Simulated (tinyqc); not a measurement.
Worked calculation: Wannier-Stark ladder of a miniband. Values are carried at full precision from step to step, so a last printed digit may differ when a step is redone from the rounded ones.

One state in each well j = -(Nw - 1)/2 ... (Nw - 1)/2: H_jj = j e F d, H_(j,j+1) = -W/4; 1 kV/cm = 0.01 meV/angstrom. In an infinite chain the levels are j e F d and the state of well 0 has amplitude J_j(x) in size on well j, x = W/(2 e F d).

Constants: hbar = 6.58211957e-16 eV s.

Inputs chosen for the exercise (near those of a non-polar GaN/AlGaN superlattice; shifted at random, so the results belong to these values and not to a real crystal): W = 34 meV (miniband width); d = 30 angstrom (period); F = 27 kV/cm (field); Nw = 9 (wells).

## Scales

Give e F d, x, the Bloch frequency e F d/(2 pi hbar) and period, and the swing W/(e F) of a wave packet.

e F d = 8.100 meV
x = 2.0988
frequency = 1.959 THz
period = 0.511 ps
swing = 126 angstrom

## The matrix

Fill it in.

H (meV):
```
,-4,-3,-2,-1,0,1,2,3,4
-4,-32.400,-8.500,0,0,0,0,0,0,0
-3,-8.500,-24.300,-8.500,0,0,0,0,0,0
-2,0,-8.500,-16.200,-8.500,0,0,0,0,0
-1,0,0,-8.500,-8.100,-8.500,0,0,0,0
0,0,0,0,-8.500,0,-8.500,0,0,0
1,0,0,0,0,-8.500,8.100,-8.500,0,0
2,0,0,0,0,0,-8.500,16.200,-8.500,0
3,0,0,0,0,0,0,-8.500,24.300,-8.500
4,0,0,0,0,0,0,0,-8.500,32.400
```

## Levels and the middle state

Diagonalise; give the levels, their spacings and the weights of the middle level on the wells.

levels (meV): -38.932  -26.248  -16.592  -8.144  0.000  8.144  16.592  26.248  38.932

spacings (meV): 12.684  9.656  8.448  8.144  8.144  8.448  9.656  12.684

weights: 0.0014  0.0208  0.1400  0.3237  0.0282  0.3237  0.1400  0.0208  0.0014

The spacing in the middle is 1.0055 e F d and at the ends 1.566 e F d; states that reach the ends of the stack are pushed apart.

## Bessel amplitudes

With x = W/(2 e F d): J_j(x)^2 for j = 0 to 5, their running sum over -j ... j, and the spread sqrt(sum j^2 J_j^2) = x/sqrt2. For a hole fixed in well 0 the J_j^2 are the strengths of the optical lines at j e F d.

Weights:
```
j,J_j^2,sum
0,0.0280,0.0280
1,0.3231,0.6742
2,0.1401,0.9545
3,0.0210,0.9966
4,0.0016,0.9998
5,0.0001,1.0000
```

spread = 1.484 periods

The strongest line is j = +/-1.

## Checks

- Weight on well 1 of the middle state of 61 wells against J_1(x)^2: both 0.3231.

Run: tinyqc, `OMP_NUM_THREADS=1 python tinyqc.py 1281603 1281604 out.jsonl`; Intel(R) Xeon(R) Processor @ 2.30GHz, one thread, shared host; about 0.01 s of CPU time with all checks.
